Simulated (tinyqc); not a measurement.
Inputs raised by 10 %, one at a time: mobility of a non-polar semiconductor in the relaxation-time approximation. Computed by tinyqc, a small Python program. Command: `OMP_NUM_THREADS=1 python tinyqc.py 3018944 3018945 out.jsonl rta sens`. One thread of a shared host (Intel(R) Xeon(R) Processor @ 2.30GHz), about 0.02 s of CPU time with the checks.

Each valley is treated as a sphere of mass m_d for states and rates, with one isotropic relaxation time; the conductivity mass m_c sets the current.

Inputs (values chosen for the exercise, modelled on holes in silicon):
```
quantity                                            value       unit
longitudinal mass m_l                               0.509        m_0
transverse mass m_t                                 0.509        m_0
equivalent valleys Z                                    1          -
static permittivity eps_s                            11.7          -
density rho                                          2329     kg/m^3
sound velocity v_l                                   9030        m/s
acoustic deformation potential D_A                      5         eV
phonon energy hbar w                                 64.1        meV
optical or intervalley deformation potential D_o      7.9  1e8 eV/cm
final valleys Z_f                                       1          -
carrier density n                                 5.4e+18     1/cm^3
compensation ratio C                                    0          -
temperature T                                          77          K
```

Band: parabolic. Impurity formula: Brooks-Herring. Further scattering: none.

Constants: k_B = 8.617333262e-05 eV/K; m_0 = 9.1093837015e-31 kg; e = 1.602176634e-19 C; hbar = 1.054571817e-34 J s; eps_0 = 8.8541878128e-12 F/m; k_B = 1.380649e-23 J/K; hbar = 6.582119569e-16 eV s.

Method:
- m_d = (m_l m_t^2)^(1/3); 1/m_c = (1/m_l + 2/m_t)/3; Hall mass factor A = 3 K_m (K_m + 2)/(2 K_m + 1)^2, K_m = m_l/m_t; N_I = n (1 + C)/(1 - C).
- Parabolic band: E = hbar^2 k^2/(2 m), speed v = hbar k/m, states per spin, volume and energy g(E) = m k/(2 pi^2 hbar^2). Here m = m_d. Masses are multiplied by m_0 and all formulas are in SI units.
- The reduced Fermi level eta = E_F/(k_B T) solves n = 2 Z int g f dE with f = 1/(1 + exp(x - eta)) (Z = 1 unless valleys are given); screening length L_s = sqrt(eps_s eps_0 k_B T/(e^2 dn/deta)), dn/deta = 2 Z int g f (1 - f) dE.
- Integrals over x = E/(k_B T) use 160 Gauss-Legendre points in u = sqrt(x) from 0 to sqrt(max(eta, 0) + 32).
- Phonon occupation N_q = 1/(exp(hbar w/(k_B T)) - 1).
- Acoustic deformation potential (elastic, equipartition, absorption and emission together): 1/tau = 2 pi k_B T D_A^2 g(E)/(hbar rho v_l^2).
- Optical or intervalley deformation potential: 1/tau = (pi Z_f D_o^2/(rho w)) [N_q g(E + hbar w) + (N_q + 1) g(E - hbar w)], with g = 0 below the band edge.
- Each optical term is multiplied by (1 - f(E'))/(1 - f(E)), E' the final energy, for Pauli blocking.
- Singly charged impurities, momentum relaxation: 1/tau = N_I e^4 m (1 + 2 alpha E) Phi/(8 pi (eps_s eps_0)^2 hbar^3 k^3), with alpha = 0 for a parabolic band.
- Brooks-Herring: Phi = ln(1 + b) - b/(1 + b), b = 4 k^2 L_s^2.
- mu = (m_d/m_c) (2 Z e/(3 n k_B T)) int g v^2 tau f (1 - f) dE.
- Averages over x are split at the emission threshold x_0 = hbar w/(k_B T): 64 Gauss-Legendre points in sqrt(x) below it and 128 in sqrt(x - x_0) above it, up to x = max(eta, 0) + 32.
- Rates are added at each energy before the average. With <y> = int g v^2 y f (1 - f) dE: Hall factor r_H = A (3 n k_B T/(2 Z m_d)) <tau^2/(1 + 2 alpha E)>/<tau>^2 (alpha = 0 for a parabolic band); Hall mobility r_H mu; |S| = (k_B/e) (<x tau>/<tau> - eta); resistivity 1/(n e mu).

Runs; columns: (1) input moved; (2) from; (3) to; (4) Hall factor r_H; (5) Seebeck coefficient |S| (microvolt/K); (6) acoustic mobility (cm^2/(V s)); (7) ionised impurity mobility (cm^2/(V s)):
```
(1)                                                               (2)       (3)    (4)    (5)    (6)    (7)
base run                                                            -         -  1.050  146.7  13070  252.6
longitudinal mass m_l (m_0)                                     0.509    0.5599  1.049  149.8  12225  244.7
static permittivity eps_s                                        11.7     12.87  1.055  148.3  13070  281.4
sound velocity v_l (m/s)                                         9030      9933  1.051  147.0  15815  252.6
phonon energy hbar w (meV)                                       64.1     70.51  1.050  147.0  13070  252.6
optical or intervalley deformation potential D_o (1e8 eV/cm)      7.9      8.69  1.050  146.7  13070  252.6
carrier density n (1/cm^3)                                    5.4e+18  5.94e+18  1.046  140.0  12764  244.4
temperature T (K)                                                  77      84.7  1.057  157.6  11722  254.6
```

Exponents ln(y'/y) / ln(x'/x):
```
input                                             Hall factor r_H  Seebeck coefficient |S|  acoustic mobility  ionised impurity mobility
longitudinal mass m_l                                      -0.003                    0.217             -0.701                     -0.334
static permittivity eps_s                                   0.049                    0.112              0.000                      1.130
sound velocity v_l                                          0.008                    0.018              2.000                      0.000
phonon energy hbar w                                        0.006                    0.017              0.000                      0.000
optical or intervalley deformation potential D_o           -0.002                   -0.006              0.000                      0.000
carrier density n                                          -0.035                   -0.491             -0.249                     -0.349
temperature T                                               0.071                    0.747             -1.142                      0.083
```

Which inputs matter most for each result?

Among the inputs moved here: Hall factor r_H answers most in size to temperature T (exponent +0.071), next to static permittivity eps_s (+0.049). Seebeck coefficient |S| answers most in size to temperature T (exponent +0.747), next to carrier density n (-0.491). Acoustic mobility answers most in size to sound velocity v_l (exponent +2.000), next to temperature T (-1.142); its exponent is below 0.0005 for static permittivity eps_s, phonon energy hbar w, optical or intervalley deformation potential D_o. Its exponent +2.000 in sound velocity v_l: the rate goes as 1/(rho v_l^2). Ionised impurity mobility answers most in size to static permittivity eps_s (exponent +1.130), next to carrier density n (-0.349); its exponent is below 0.0005 for sound velocity v_l, phonon energy hbar w, optical or intervalley deformation potential D_o.

Caution (all rows): above a few 1e18 per cm^3 the Born approximation, static screening and an unperturbed band are rough; measured mobilities are usually lower. Caution (all rows): n is taken as given; at low temperature (in diamond even at 300 K) real dopants can freeze out, which changes n and N_I.
